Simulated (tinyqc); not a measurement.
Against voltage: leakage through a gate insulator: direct, Fowler-Nordheim, trap-assisted and Poole-Frenkel currents. Computed by tinyqc, a small Python program. Command: `OMP_NUM_THREADS=1 python tinyqc.py 3031044 3031045 out.jsonl oxideleak walk`. One thread of a shared host (Intel(R) Xeon(R) Processor @ 2.30GHz), about 0.01 s of CPU time with the checks.

Electrons enter from the cathode Fermi level at x = 0; the conduction band of the insulator lies phi_b - e F x above it, F = V/t. WKB exponents use a parabolic band with mass m.

Inputs (values chosen for the exercise, with an insulator like SiO2):
```
quantity                     value   unit
thickness t                    7.6     nm
barrier phi_b                 3.02     eV
tunnelling mass m             0.44    m_0
static constant eps_ox        3.89      -
trap depth phi_t               2.4     eV
trap density N_t           1.1e+17  cm^-3
attempt rate nu_0            4e+13    1/s
activation of capture E_a     0.23     eV
temperature T                  350      K
```

Constants: e = 1.602176634e-19 C; hbar = 1.054571817e-34 J s; hbar^2/(2 m_0) = 3.80998212 eV angstrom^2; k_B = 8.617333262e-05 eV/K.

Method:
- For a level a distance phi(x) below the band, the WKB exponent is 2 int kappa dx with kappa = sqrt(m phi/(hbar^2/2m_0)); for a linear barrier from phi_1 down to phi_2 = max(phi_1 - e F d, 0) it is G = (4/3) sqrt(m/(hbar^2/2m_0)) (phi_1^(3/2) - phi_2^(3/2))/(e F).
- J_tun = e^3 F^2/(16 pi^2 hbar m phi_b) x exp(-G) / [1 - sqrt(phi_2/phi_b)]^2 with the free-electron mass in the cathode (m in m_0), phi_2 = max(phi_b - e V, 0): direct tunnelling for e V < phi_b, Fowler-Nordheim above. Image forces, back-flow and the limit on supply are left out, so J_tun is overstated below about 0.5 V.
- A trap at depth x lies phi_t below the band. Capture: tunnel at the cathode Fermi level from 0 to x (G_in from phi_1 = phi_b), rate nu_0 exp(-G_in - E_c/k_B T) with E_c = E_a + max(phi_b - phi_t - e F x, 0), the last term being the height of the trap above the cathode Fermi level. Emission: tunnel from the trap level to the anode (G_out from phi_1 = phi_t over t - x), rate nu_0 exp(-G_out - E_a/k_B T). Re-emission to the cathode follows from detailed balance, rate_back = rate_in exp(dE/k_B T) with dE = phi_b - phi_t - e F x. Each trap passes R = rate_in rate_out/(rate_in + rate_back + rate_out) electrons per second; filling from the anode is left out.
- J_TAT = e N_t int_0^t R dx by the midpoint rule on 400 intervals; the most effective depth is the midpoint with the largest R, rounded to 0.01 nm.

Currents:
```
V (V)  F (MV/cm)  J_tun (A/cm^2)  J_TAT (A/cm^2)  best depth (nm)
0.91       1.197      8.1216e-29      2.6468e-20             3.58
1.84       2.421      2.7910e-25      1.3986e-16             3.49
2.77       3.645      6.6343e-21      1.8071e-15             3.41
3.70       4.868      1.6821e-14      9.2991e-14             3.22
4.64       6.105      5.2483e-10      6.2874e-11             1.57
5.57       7.329      5.0474e-07      5.2583e-09             1.26
6.50       8.553      7.1342e-05      1.2116e-07             1.05
7.43       9.776      3.0265e-03      1.2536e-06             0.90
8.36      11.000      5.7352e-02      7.6399e-06             0.79
```

The larger current changes between 3.7 and 4.64 V (to J_tun). Over the range J_tun grows by 26.8 decades and J_TAT by 14.5. The best depth moves towards the cathode as the field rises. The highest rows may lie beyond breakdown.

Extremes, crossings and ranges named in words are read from the listed rows.
